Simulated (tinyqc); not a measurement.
Energies of the polytypes: polytypes and stacking faults of a tetrahedral semiconductor in an axial Ising model with couplings up to third neighbours. Computed by tinyqc, a small Python program. Command: `OMP_NUM_THREADS=1 python tinyqc.py 3021690 3021691 out.jsonl polytype walk`. One thread of a shared host (Intel(R) Xeon(R) Processor @ 2.30GHz), about 0.01 s of CPU time with the checks.

Each double layer has s = +1 or -1 for the sense of its stacking step; E per pair of atoms = E0 - sum_n J_n <s_i s_(i+n)>, n = 1, 2, 3. Hexagonality h = (1 - <s_i s_(i+1)>)/2.

Inputs (values chosen for the exercise, of the order of those of GaN for J, a, G and the gaps):

| quantity | value | unit |
|---|---|---|
| J1 | -5.4 | meV/pair |
| J2 | -0.443 | meV/pair |
| J3 | 0.15 | meV/pair |
| gap of 3C | 3.3 | eV |
| gap of 4H | 3.4 | eV |

Method. E - E(3C) = sum_n J_n (1 - C_n), C_n = <s_i s_(i+n)>. The gap is taken linear in h between 3C (h = 0) and 4H (h = 1/2), a rough rule, with a dash beyond.

correlations of the repeat units 3C (+), 2H (+-), 4H (++--), 6H (+++---), 15R (+++--), 8H (++++----), 21R (++++---), 9R (++-):
```
        n = 1     n = 2     n = 3
3C    1.00000   1.00000   1.00000
2H   -1.00000   1.00000  -1.00000
4H    0.00000  -1.00000   0.00000
6H    0.33333  -0.33333  -1.00000
15R   0.20000  -0.60000  -0.60000
8H    0.50000   0.00000  -0.50000
21R   0.42857  -0.14286  -0.71429
9R   -0.33333  -0.33333   1.00000
```

Polytypes:

| polytype | h | E - E(3C) (meV/pair) | gap by the linear rule (eV) |
|---|---|---|---|
| 3C | 0.0000 | 0.000 | 3.3000 |
| 2H | 1.0000 | -10.500 | - |
| 4H | 0.5000 | -6.136 | 3.4000 |
| 6H | 0.3333 | -3.891 | 3.3667 |
| 15R | 0.4000 | -4.789 | 3.3800 |
| 8H | 0.2500 | -2.918 | 3.3500 |
| 21R | 0.2857 | -3.335 | 3.3571 |
| 9R | 0.6667 | -7.791 | - |

E(2H) - E(3C) = -10.5 meV/pair

E(4H) - E(3C) = -6.136 meV/pair

E(6H) - E(3C) = -3.8907 meV/pair

What follows from these numbers?

The lowest is 2H, 2.709 meV/pair below 9R. J1/|J2| = -12.19: for J3 = 0 and J2 < 0 the ground state is 2H below -2, 4H between -2 and 2, and 3C above 2; at 2 itself all periods with bands of two or more layers are degenerate.

Extremes, crossings and ranges named in words are read from the listed rows.
